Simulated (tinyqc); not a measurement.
Comparisons within one model: Lorentz oscillators and the Kramers-Kronig relations. A value that a table varies takes the place of the one given here.

eps(E) = 1 + sum_j S_j/(E0_j^2 - E^2 - i G_j E).

Kramers-Kronig: eps1(E) = 1 + (2/pi) P integral_0^infinity E1 eps2(E1)/(E1^2 - E^2) dE1. Maclaurin rule on the grid E_j = j h, j = 1 .. M: eps1(E_i) = 1 + (4 h/pi) sum over j with j - i odd of E_j eps2(E_j)/(E_j^2 - E_i^2); nothing is added above E_M.

n + i k = sqrt(eps1 + i eps2) with k >= 0; R = ((n - 1)^2 + k^2)/((n + 1)^2 + k^2) at normal incidence from vacuum; alpha = 2 E k/(hbar c), times 1e8 for 1/cm; loss function Im(-1/eps) = eps2/(eps1^2 + eps2^2).

Constants: hbar c = 1973.269805 eV angstrom.

Values chosen for the exercise:
```
symbol  value         unit  meaning
E0      (6.79, 8.96)  eV    resonances
G       (1.06, 2.36)  eV    widths
S       (59.8, 90.5)  eV^2  strengths
h       1             eV    grid step
M       30                  grid points E_j = j h
E_t     3.9           eV    energy below the first line
E       3.05          eV    photon energy
```

## Numerical transform against the formula

Every third grid point is listed; the error is the transform minus the formula.

Dielectric function:
```
E (eV)   eps2  eps1 formula  eps1 transform   error
2.00    0.144         3.599           4.003   0.404
5.00    1.004         5.231           4.582  -0.649
8.00    4.042         0.642          -0.508  -1.150
11.00   1.129        -1.360          -1.038   0.322
14.00   0.246        -0.118          -0.287  -0.169
17.00   0.099         0.337           0.426   0.089
20.00   0.051         0.555           0.484  -0.070
23.00   0.030         0.678           0.719   0.042
26.00   0.020         0.755           0.713  -0.042
29.00   0.014         0.807           0.828   0.021
```

The largest error listed is -1.150 at 8.00 eV. The rule samples every 2h = 2 eV and the narrowest line is 1.06 eV wide, so it is not resolved. The grid ends at 30 eV, where eps2 is still 0.012; the error at the last point listed, nearest the missing tail, is +0.021.

## How far the spectrum must be known

The integrals are done by adaptive quadrature and cut at E_cut. f-sum share: (2/pi) integral of E eps2 over sum S. Static share: (2/pi) integral of eps2/E over eps(0) - 1.

Cut integrals:
```
E_cut (eV)  eps1(E_t)  f-sum share  static share
7.2             2.860        0.301         0.538
9.9             3.993        0.718         0.901
13.4            4.218        0.877         0.982
17.9            4.251        0.922         0.994
26.9            4.262        0.953         0.999
44.8            4.264        0.973         1.000
```

eps1(E_t) from the formula = 4.265

Cut at 9.9 eV, just above the last line, eps1(E_t) lacks 0.273; cut at 44.8 eV it lacks 0.001. At 13.4 eV the static sum has reached 0.982 and the f-sum only 0.877: the f-sum weights eps2 by E and the static sum by 1/E, so the f-sum needs the far tail.

## Optical constants across the spectrum

Spectrum:
```
E (eV)    eps1   eps2      n      k      R   loss
1.34     3.499  0.090  1.871  0.024  0.092  0.007
3.18     3.922  0.291  1.982  0.073  0.109  0.019
5.01     5.244  1.013  2.301  0.220  0.159  0.035
6.84     2.424  9.232  2.446  1.887  0.366  0.101
8.67     0.170  4.755  1.570  1.515  0.294  0.210
10.51   -1.692  1.627  0.572  1.421  0.490  0.295
12.34   -0.635  0.505  0.297  0.851  0.506  0.767
14.17   -0.080  0.231  0.286  0.403  0.370  3.867
16.01    0.226  0.128  0.493  0.130  0.122  1.901
17.84    0.413  0.080  0.645  0.062  0.048  0.455
19.67    0.537  0.054  0.734  0.037  0.024  0.187
21.50    0.624  0.039  0.790  0.025  0.014  0.099
```

Among the energies listed the largest values are at (eV): eps2 6.84; n 6.84; k 6.84; R 12.34; loss 14.17. eps1 crosses zero at 7.08, 7.61, 8.74 and 14.56 eV; the last crossing is upward and marks the plasmon, against sqrt(sum S) = 12.26 eV for free electrons.

## What each oscillator parameter does

At the energy E. Each row changes one parameter from the base and keeps the others.

Results:
```
case                     eps1   eps2      n      k      R
base                    3.875  0.270  1.970  0.068  0.107
E0 = (7.13, 8.96) eV    3.693  0.239  1.923  0.062  0.100
G = (1.59, 2.36) eV     3.859  0.338  1.966  0.086  0.107
S = (71.76, 90.5) eV^2  4.197  0.298  2.050  0.073  0.119
E = 3.203 eV            3.931  0.295  1.984  0.074  0.109
```

The largest shifts from the base row, up to three for each result and ties (the steps differ in size, so this ranks the rows, not the parameters). eps1: S +0.322, E0 -0.181, E +0.056. eps2: G +0.069, E0 -0.030, S +0.028. n: S +0.080, E0 -0.047, E +0.014. k: G +0.018, E0 -0.006, E +0.006. R: S +0.012, E0 -0.007, E +0.002; unchanged at the printed digits by G.

Program tinyqc; command `OMP_NUM_THREADS=1 python tinyqc.py 1651137 1651138 out.jsonl`; about 0.2 s on one thread of a shared Intel(R) Xeon(R) Processor @ 2.30GHz.
